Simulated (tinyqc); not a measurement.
Trench capacitor in an array: capacitance, non-linearity, leakage and relaxation: one step of the calculation.

A film between two metal electrodes, each interface adding a series capacitance ci. The small-signal permittivity is ek (1 + aq E^2); the field is found with the linear permittivity. Leakage J = J0 sinh(E/Ef). After a voltage step the film passes a relaxation current kr C V tt^(-nr), tt being the time in seconds. The sidewall is a coaxial capacitor with radii a = dm/2 - t and b = dm/2, depth AR dm; the end face is left out.

Question. Planar capacitance, field and non-linearity. Planar film: Cf = eps0 ek/t, 1/C = 1/Cf + 2/ci, EOT = 3.9 eps0/C, effective permittivity C t/eps0, E = (V/t) C/Cf; quadratic coefficient [C(V)/C - 1]/V^2 with Cf (1 + aq E^2) in C(V).

Parameters, values chosen for the exercise; permittivity of the order of that of zirconium oxide: relative permittivity of the film ek = 35.3; film thickness t = 4.3 nm; capacitance of each electrode interface (dead layer and screening) ci = 1000 uF/cm^2; quadratic field coefficient of the permittivity aq = 0.015 cm^2/MV^2; bias V = 1.3 V; leakage prefactor J0 = 7.1e-10 A/cm^2; field for an e-fold rise of the leakage Ef = 0.28 MV/cm.

Constants: eps0 = 8.8541878128e-14 F/cm where lengths are in cm. Results are converted to the units shown.

Give: Cf; C; EOT; effective permittivity; E; quadratic coefficient; J.

Answer.

Cf = 7.269 uF/cm^2
C = 7.165 uF/cm^2
EOT = 0.4820 nm
effective permittivity = 34.79
E = 2.980 MV/cm
quadratic coefficient = 7.754e4 ppm/V^2
J = 1.487e-5 A/cm^2

The interfaces take 1.43 % of the voltage.

Program tinyqc, `OMP_NUM_THREADS=1 python tinyqc.py 2102045 2102046 out.jsonl`; Intel Xeon 2.30GHz, shared host, one thread, about 0.01 s.
